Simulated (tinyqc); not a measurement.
# Frequency dispersion of an accumulation capacitance by border traps, distributed model: two studies

Traps spread evenly through the insulator exchange electrons with the semiconductor by tunnelling, with tau(x) = t0 exp(2 ka x) at depth x from the interface. The admittance per area Y seen at depth x obeys dY/dx = -Y^2/(i w eps0 eox) + q Nb ln(1 + i w tau)/tau, with Y(0) = i w Cs and w = 2 pi f; the gate sees Y(tox) = G + i w C. Working variable y = Y/(i w), in uF/cm^2. Cox = eps0 eox/tox.

Inputs (values chosen for the exercise); permittivity close to that of silicon dioxide:
- eox = 3.76 (relative permittivity of the insulator)
- tox = 8.9 nm (insulator thickness)
- Cs = 0.95 uF/cm^2 (semiconductor capacitance in accumulation)
- Nb = 4.8e19 cm^-3 eV^-1 (density of border traps)
- ka = 5.3 1/nm (decay constant of the wave function in the insulator)
- t0 = 1e-10 s (time constant of a trap at the interface)
- f = 100 Hz (frequency)

Constants: q = 1.602176634e-19 C, eps0 = 8.8541878128e-14 F/cm where lengths are in cm. Results are converted to the units shown.

Each table varies one quantity; the others keep the values above.

## Capacitance and loss against frequency

Cox; trap-free value 1/(1/Cox + 1/Cs); response depth d = ln(1/(w t0))/(2 ka), where w tau = 1; lumped estimate: all traps within d act as C_bt = q Nb d placed at d/2, so C = 1/{1/[1/(1/Cs + d/(2 eps0 eox)) + C_bt] + (tox - d/2)/(eps0 eox)}. C and G from a fine integration; dispersion -d C/d log10 f over C, from f times and over 1.1. For a broad spread of time constants G/w is close to -(pi/2) dC/d ln w.

The same in every row: trap-free C (uF/cm^2) = 0.2684.

Capacitance and loss against frequency:

| f (Hz) | d (nm) | C (uF/cm^2) | G/w (uF/cm^2) | dispersion (% a decade) | -(pi/2) dC/d ln w (uF/cm^2) | lumped C (uF/cm^2) |
|---|---|---|---|---|---|---|
| 10 | 1.782 | 0.3592 | 0.006783 | 2.765 | 0.006775 | 0.3477 |
| 100 | 1.564 | 0.3493 | 0.006669 | 2.795 | 0.006661 | 0.3397 |
| 1000 | 1.347 | 0.3396 | 0.006611 | 2.849 | 0.006601 | 0.3315 |
| 10000 | 1.130 | 0.3299 | 0.006619 | 2.935 | 0.006607 | 0.3230 |
| 1e5 | 0.9127 | 0.3202 | 0.006704 | 3.062 | 0.006689 | 0.3140 |
| 1e6 | 0.6955 | 0.3103 | 0.006887 | 3.245 | 0.006868 | 0.3045 |
| 1e7 | 0.4783 | 0.3000 | 0.007190 | 3.506 | 0.007175 | 0.2944 |

C falls from 0.3592 to 0.3000 uF/cm^2, towards the trap-free 0.2684; each decade of frequency removes ln 10/(2 ka) = 0.217 nm from the response depth. The dispersion rises from 2.77 to 3.51 % a decade and G/w goes from 0.00678 through a minimum of 0.00661 (at f = 1000 Hz among the rows listed) to 0.00719 uF/cm^2. G/w stays at 1.00 times -(pi/2) dC/d ln w, the relation for a broad spread of time constants.

## Effect of the density of border traps

Same model as above.

The same in every row: d (nm) = 1.564; trap-free C (uF/cm^2) = 0.2684.

Results:

| Nb (cm^-3 eV^-1) | C (uF/cm^2) | G/w (uF/cm^2) | dispersion (% a decade) | -(pi/2) dC/d ln w (uF/cm^2) | lumped C (uF/cm^2) |
|---|---|---|---|---|---|
| 1e18 | 0.2716 | 3.981e-4 | 0.2148 | 3.979e-4 | 0.2713 |
| 2e18 | 0.2747 | 7.703e-4 | 0.4109 | 7.700e-4 | 0.2741 |
| 6e18 | 0.2860 | 0.002039 | 1.044 | 0.002038 | 0.2843 |
| 1e19 | 0.2958 | 0.003028 | 1.500 | 0.003027 | 0.2931 |
| 7e19 | 0.3650 | 0.007214 | 2.892 | 0.007201 | 0.3529 |
| 2e20 | 0.4026 | 0.007827 | 2.843 | 0.007808 | 0.3830 |
| 4e20 | 0.4201 | 0.008052 | 2.804 | 0.008038 | 0.3951 |

Estimate the missing row, Nb = 3e19 cm^-3 eV^-1.

Computed row:

| Nb (cm^-3 eV^-1) | C (uF/cm^2) | G/w (uF/cm^2) | dispersion (% a decade) | -(pi/2) dC/d ln w (uF/cm^2) | lumped C (uF/cm^2) |
|---|---|---|---|---|---|
| 3e19 | 0.3303 | 0.005700 | 2.528 | 0.005696 | 0.3234 |

With this row back in the table: As Nb goes from 1e18 to 4e20, C rises from 0.272 to 0.420 uF/cm^2, the dispersion goes from 0.215 through a maximum of 2.89 (at Nb = 7e19 among the rows listed) to 2.80 % a decade and G/w rises from 3.98e-4 to 0.00805 uF/cm^2. The lumped estimate is 0.11 % below C in the first row and 6.0 % below it in the last. The dispersion goes as Nb^(0.94) between the first two rows and Nb^(-0.02) between the last two: dense traps near the interface screen those behind them.

Numbers from tinyqc (`OMP_NUM_THREADS=1 python tinyqc.py 2202196 2202197 out.jsonl`; about 0.6 s on one thread of a shared Intel Xeon 2.30GHz).
